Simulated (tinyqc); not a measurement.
From one set of inputs to another, one input at a time: time-dependent dielectric breakdown: cell percolation, Weibull statistics, area scaling and voltage extrapolation. Computed by tinyqc, a small Python program. Command: `OMP_NUM_THREADS=1 python tinyqc.py 3016382 3016383 out.jsonl tddb ladder`. One thread of a shared host (Intel(R) Xeon(R) Processor @ 2.30GHz), about 0.01 s of CPU time with the checks.

The oxide is divided into columns of area a^2, each holding m = t_ox/a cells (m is taken as continuous). A share lambda(t) = (t/t_1)^alpha of the cells is defective, and a column whose cells are all defective breaks down.

The inputs printed are set A. Inputs not listed in the table keep their values of set A, so the rows need not describe a real material.

Inputs (values chosen for the exercise, for a model gate oxide): oxide thickness t_ox = 4.9 nm; defect cell size a = 1.5 nm; exponent alpha of defect growth = 0.33; time t_1 at which the occupied share would reach 1 = 2.4e+08 s; test area A = 0.01 um^2; product area A_u = 1e+06 um^2; stress voltage V = 6.42 V; use voltage V_u = 3.8 V; local exponent n = -d ln t/d ln V at the stress voltage = 31; activation energy E_a = 0.44 eV; stress temperature T = 150 C; use temperature T_u = 85 C; allowed failure fraction F = 0.01.

Voltage law used: 1/E.

Constants: k_B = 8.617333262e-05 eV/K.

Method:
- Failure fraction F = 1 - (1 - lambda^m)^N with N = A/a^2 columns, which for small lambda^m is 1 - exp(-(t/t63)^beta) with beta = alpha m and t63 = t_1 N^(-1/beta); critical share lambda(t63) = N^(-1/m). 1 um^2 = 1e6 nm^2.
- All three voltage laws share the slope n at the stress voltage. Factor t(V_u)/t(V): E law exp(n (1 - V_u/V)); 1/E law exp(n (V/V_u - 1)); power law (V/V_u)^n.
- Temperatures in kelvin are T(C) + 273.15.
- Temperature factor exp[(E_a/k_B)(1/T_u - 1/T)]; area factor (A/A_u)^(1/beta); percentile factor (-ln(1 - F))^(1/beta); life = t63 x all four; 1 year = 3.15576e7 s.

Each row keeps all changes above it:
```
input moved                                                  from      to  Weibull slope beta  projected life (years)  critical share of defective cells
set A                                                           -       -              1.0780              2.8600e-02                            0.07644
defect cell size a (nm)                                       1.5    0.98              1.6500              4.1735e+02                            0.15721
oxide thickness t_ox (nm)                                     4.9     3.3              1.1112              3.1777e-02                            0.06411
allowed failure fraction F                                   0.01  0.0001              1.1112              5.0160e-04                            0.06411
time t_1 at which the occupied share would reach 1 (s)  240000000   30000              1.1112              6.2700e-08                            0.06411
product area A_u (um^2)                                   1000000  400000              1.1112              1.4301e-07                            0.06411
use voltage V_u (V)                                           3.8     2.4              1.1112              2.6525e+06                            0.06411
exponent alpha of defect growth                              0.33    0.82              2.7612              6.6540e+14                            0.06411
```

Weibull slope beta goes from 1.08 to 2.76, a factor 2.56 in all. The largest single move comes from exponent alpha of defect growth (a factor 2.48), and oxide thickness t_ox works against it (a factor 0.673). Projected life goes from 0.0286 to 6.65e14, a factor 2.33e16 in all. The largest single move comes from use voltage V_u (a factor 1.85e13), and oxide thickness t_ox works against it (a factor 7.61e-5). Critical share of defective cells goes from 0.0764 to 0.0641, a factor 0.839 in all. The largest single move comes from oxide thickness t_ox (a factor 0.408), and defect cell size a works against it (a factor 2.06). The single moves hold for this order of the switches; the total does not depend on the order.

Caution (all rows): t_1 is an input here; in a real oxide it changes with thickness at fixed voltage. Caution (all rows): a voltage factor of more than nine decades rests wholly on the chosen law and cannot be tested.

Extremes, crossings and ranges named in words are read from the listed rows.
